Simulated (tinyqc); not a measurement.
Epitaxial growth on a vicinal surface: Burton-Cabrera-Frank step flow, step-edge barrier and island nucleation: one step, computed by the program tinyqc. Command: `OMP_NUM_THREADS=1 python tinyqc.py 3022864 3022865 out.jsonl stepflow walk`. One thread of a shared host (Intel(R) Xeon(R) Processor @ 2.30GHz), about 0.04 s of CPU time with the checks.

Adatoms land at rate F, hop on a square grid (a simplification for hexagonal faces), desorb, or join steps. Lengths are in units of a and n is the adatom coverage. Steps ascend at x = 0 and descend at x = l.

Task: Step flow or islands. Island density on a flat surface without desorption: N = 0.25 (F/D)^(i/(i+2)) exp(E_i/((i+2) k_B T)) per site, with E_i = 0 for i = 1; spacing l_n = N^(-1/2). Step flow needs an effective width l_eff = 2 x(peak) below l_n. Temperatures in kelvin are T(C) + 273.15.

Inputs (values chosen for the exercise, close to those used for GaAs(001)): deposition rate F = 0.057 layers/s; temperature T = 520 C; critical nucleus size i = 2; binding energy of the critical nucleus E_i = 0.98 eV.

D = 54907.42 a^2/s

position of the peak = 29.28433 a

Constants: k_B = 8.617333262e-05 eV/K.

Give: island density N on a flat surface; island spacing l_n; ratio l_eff/l_n.

Result:

island density N on a flat surface = 0.009180 per site

island spacing l_n = 10.44 a

ratio l_eff/l_n = 5.611

Islands nucleate on the terraces, and a step-flow solution would overstate the coverage. Caution: twice the distance from the ascending step to the coverage peak exceeds the expected island spacing [0.25 (F/D)^(i/(i+2)) exp(E_i/((i+2) k_B T))]^(-1/2) by 40 % or more, so islands nucleate and the step-flow values are formal. Caution: the prefactor 0.25 and the criterion are estimates, good to a factor of about two in length.
